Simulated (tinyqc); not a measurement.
Inversion-layer mobility, back-scattering and ballistic limit of a field-effect transistor: one step, computed by the program tinyqc. Command: `OMP_NUM_THREADS=1 python tinyqc.py 3009402 3009403 out.jsonl mos walk`. One thread of a shared host (Intel(R) Xeon(R) Processor @ 2.30GHz), about 0.01 s of CPU time with the checks.

The charge at the top of the source barrier is fixed by the gate; series resistance and short-channel effects are left out. F_j are Fermi integrals normalised to exp(eta) in the classical limit.

Question. Effective mobility. mu_phonon = mu_ph (E_eff/1 MV/cm)^(-0.3) (T/300 K)^(-1.75); mu_rough = mu_sr (E_eff/1 MV/cm)^(-2); mu_Coulomb = mu_C (N_inv/1e12 cm^-2) (T/300 K); Matthiessen's rule adds 1/mu.

Inputs (values chosen for the exercise, modelled on a 4H-SiC n-channel):

| quantity | value | unit |
|---|---|---|
| phonon mobility at 1 MV/cm and 300 K, mu_ph | 82 | cm^2/(V s) |
| roughness mobility at 1 MV/cm, mu_sr | 68 | cm^2/(V s) |
| Coulomb mobility at N_inv = 1e12/cm^2, mu_C | 34 | cm^2/(V s) |
| temperature T | 400 | K |

Statistics at the top of the barrier: Fermi-Dirac.

inversion density N_inv = 9.483215e+12 1/cm^2

effective field E_eff = 0.9684826 MV/cm

Give: phonon part; roughness part; Coulomb part; effective mobility mu.

Answer.

phonon part = 50.04 cm^2/(V s)

roughness part = 72.50 cm^2/(V s)

Coulomb part = 429.9 cm^2/(V s)

effective mobility mu = 27.70 cm^2/(V s)

The phonon part is the lowest and holds 55 % of 1/mu.
